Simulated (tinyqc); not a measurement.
Charge neutrality of a doped semiconductor with incomplete ionisation: one step, computed by the program tinyqc.

Energies are counted from the top of the valence band; E_D is measured down from the conduction band and E_A up from the valence band.

Task: Gap and effective densities of states. E_g = E_g0 - alpha T^2/(T + beta). N_c = 2 M_c (2 pi m_e k_B T/h^2)^(3/2) and N_v = 2 (2 pi m_h k_B T/h^2)^(3/2), masses in units of m_0. n_i = sqrt(N_c N_v) exp(-E_g/(2 k_B T)); E_i = E_g/2 + (k_B T/2) ln(N_v/N_c).

Inputs (values chosen for the exercise, modelled on silicon):

| quantity | value | unit |
|---|---|---|
| gap at 0 K E_g0 | 1.17 | eV |
| Varshni alpha | 0.000459 | eV/K |
| Varshni beta | 637 | K |
| electron mass m_e | 0.326 | m_0 |
| valleys M_c | 6 | - |
| hole mass m_h | 0.84 | m_0 |
| temperature T | 77 | K |

Doping: n-type. Statistics of the bands: Fermi-Dirac.

Constants: m_0 = 9.1093837015e-31 kg; k_B = 1.380649e-23 J/K; h = 6.62607015e-34 J s; k_B = 8.617333262e-05 eV/K.

Give: gap E_g; N_c; N_v; k_B T; intrinsic density n_i; intrinsic level E_i.

Result:

gap E_g = 1.166 eV

N_c = 3.644e+18 cm^-3

N_v = 2.512e+18 cm^-3

k_B T = 0.006635 eV

intrinsic density n_i = 2.072e-20 cm^-3

intrinsic level E_i = 0.5819 eV
